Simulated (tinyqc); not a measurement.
Inside a calculation. Model: two-sublattice mean-field magnet: ferrimagnet, compensation points and susceptibility. Computed by tinyqc, a small Python program that keeps every step. Command: `OMP_NUM_THREADS=1 python tinyqc.py 3020973 3020974 out.jsonl ferri walk`. One thread of a shared host (Intel(R) Xeon(R) Processor @ 2.30GHz), about 0.01 s of CPU time with the checks. Intermediate numbers are printed to about 5 digits and carried at full precision; extremes and crossings named in words are read from the listed rows.

A random alloy A(1-x)B(x) with H = -sum over pairs J S_i.S_j. a = <S_A> and b = <S_B> are taken along z, a > 0. Exchange fields: h_A = (1 - x) zJ_AA a + x zJ_AB b, h_B = (1 - x) zJ_AB a + x zJ_BB b; a = S_A B_(S_A)(S_A h_A/(k_B T)) and likewise for b, with the Brillouin function B_S(y) = [(2S + 1)/(2S)] coth[(2S + 1) y/(2S)] - [1/(2S)] coth[y/(2S)].

Inputs (values chosen for the exercise, for a model ferrimagnet):
```
quantity                 value  unit
spin S_A                   2.5     -
spin S_B                   1.5     -
g factor g_A               2.2     -
g factor g_B                 2     -
fraction x of B sites     0.44     -
z J_AA                    14.5   meV
z J_BB                     1.6   meV
z J_AB                      -2   meV
T over T_c                 0.2     -
largest number of steps   3000     -
```

Constants: k_B = 8.617333262e-05 eV/K.

## Ordering temperature

Linearised, T (a, b) = M (a, b) with M_ij = S_i (S_i + 1) c_j zJ_ij/(3 k_B), c_A = 1 - x, c_B = x. T_c is the larger eigenvalue, and its eigenvector gives b/a at onset, (T_c - M_AA)/M_AB.

M (K):
```
        A       B
A  274.83  -29.78
B  -16.25   10.21
```

eigenvalues (K): 8.40  276.65

T_c = 276.65 K

b/a at onset = -0.060976

T = 55.330 K

The antiferromagnetic A-B coupling raises T_c by 2 K over that of A alone.

## First step

Start from a = S_A, b = -S_B and apply the equations once.

h_A = 21.62 meV

h_B = -3.856 meV

new a = 2.4892

new b = -0.86073

## Self-consistent moments

Repeat from a = S_A, b = -S_B until a and b change by less than 1e-10.

Iteration:
```
step       a        b  largest change
1     2.5000  -1.5000      6.3927e-01
2     2.4892  -0.8607      7.8132e-02
3     2.4875  -0.7826      1.0145e-02
4     2.4873  -0.7725      1.3280e-03
5     2.4873  -0.7711      1.7404e-04
6     2.4873  -0.7709      2.2812e-05
7     2.4873  -0.7709      2.9901e-06
8     2.4873  -0.7709      3.9194e-07
9     2.4873  -0.7709      5.1375e-08
10    2.4873  -0.7709      6.7342e-09
11    2.4873  -0.7709      8.8272e-10
12    2.4873  -0.7709      1.1571e-10
13    2.4873  -0.7709      1.5167e-11
```

a = 2.4873

b = -0.77092

last change = 1.5167e-11

a is at 99 % and b at 51 % of saturation: the B spins feel the weaker field per spin and lose their order faster.

## Net moment and spin

Net moment m = (1 - x) g_A a + x g_B b in mu_B per site; net spin s = (1 - x) a + x b. At T = 0, a = S_A and b = -S_B. Effective g = m/s.

net moment m = 2.3859 mu_B

net spin s = 1.0537

m at T = 0 = 1.76 mu_B

effective g = 2.2644

A dominates at T, as at T = 0.

## Compensation temperatures

Net moment m = (1 - x) g_A a + x g_B b in mu_B per site; net spin s = (1 - x) a + x b. T_M: m = 0; T_A: s = 0; searched between 0.02 and 0.97 T_c, and given as 0 if there is no change of sign.

magnetic compensation T_M = 0 K

angular-momentum compensation T_A = 0 K

No compensation in this range.

## Moments against temperature

The formulas are those given above.

Sublattices:
```
T/T_c   T (K)    a/S_A   -b/S_B  m (mu_B)
0.05    13.83  1.00000  0.97197    1.7970
0.15    41.50  0.99891  0.65109    2.2172
0.30    82.99  0.97493  0.34240    2.5508
0.45   124.49  0.91710  0.21287    2.5437
0.60   165.99  0.82584  0.14228    2.3558
0.72   199.19  0.72035  0.10275    2.0831
0.84   232.39  0.56680  0.06894    1.6548
0.92   254.52  0.41124  0.04554    1.2065
0.97   268.35  0.25581  0.02683    0.7525
```

At 0.45 T_c A keeps 0.92 and B 0.21 of saturation. |m| first rises, to 2.551 at 0.3 T_c, because the minority sublattice falls faster (type P).

## Susceptibility above T_c

With a field B, T (a, b) = M (a, b) + (mu_B B/(3 k_B)) (g_A S_A (S_A + 1), g_B S_B (S_B + 1)). chi = m/B per site; C = mu_B [(1 - x) g_A^2 S_A (S_A + 1) + x g_B^2 S_B (S_B + 1)]/(3 k_B); the table gives C/chi, which tends to T - theta.

Inverse susceptibility:
```
T (K)    C/chi (K)  T - C/chi (K)
282.2   7.7208e+00         274.46
304.3   3.7495e+01         266.82
345.8   8.9813e+01         256.00
415.0   1.7094e+02         244.03
553.3   3.2258e+02         230.72
829.9   6.1100e+02         218.95
1383.2  1.1728e+03         210.47
2766.5  2.5619e+03         204.59
```

T - C/chi sinks from 274 K just above T_c to 205 K at 10 T_c, on its way to the asymptotic theta. The curve of 1/chi is a hyperbola that bends down to zero at T_c = 277 K, so a Curie-Weiss line fitted at high T misses T_c.

Checks made by the program: the fixed point (relative difference below 1e-10).
